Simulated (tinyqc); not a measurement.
Ion-assisted plasma etching: sheath, surface coverage, synergy and aspect-ratio dependence: one step, computed by the program tinyqc. Command: `OMP_NUM_THREADS=1 python tinyqc.py 3010242 3010243 out.jsonl etch walk`. One thread of a shared host (Intel(R) Xeon(R) Processor @ 2.30GHz), about 0.04 s of CPU time with the checks.

Radicals adsorb on bare sites; ions remove covered sites with a high yield and bare sites by sputtering; a slow spontaneous reaction acts everywhere, walls included.

Question. Open-field etch rate. Steady coverage: s G_n (1 - theta) = x Y G_i theta; removal flux = Y G_i theta + Y_p G_i (1 - theta) + k_c G_n; rate = flux/N, 1 cm/s = 6e8 nm/min. Lateral rate = k_c G_n/N; anisotropy = 1 - lateral/vertical; synergy = vertical/(ions alone + radicals alone), with ions alone Y_p G_i/N and radicals alone the lateral rate.

Inputs (values chosen for the exercise, close to those used for silicon dioxide in a fluorocarbon plasma):
```
quantity                                value    unit
gas temperature T_g                       350       K
sticking coefficient s                   0.45       -
radicals per removed unit x                 2       -
spontaneous reaction probability k_c  4.9e-05       -
solid density N                       2.2e+22  1/cm^3
```

Feature: long trench.

yield Y = 1.303709

sputter yield Y_p = 0.04692663

ion flux G_i = 3.052527e+16 1/(cm^2 s)

radical flux G_n = 1.108518e+17 1/(cm^2 s)

Give: coverage theta; vertical rate; lateral rate; anisotropy; synergy.

Answer.

coverage theta = 0.3853

vertical rate = 442.3 nm/min

lateral rate = 0.1481 nm/min

anisotropy = 0.9997

synergy = 11.28

Ions and radicals both limit the rate.
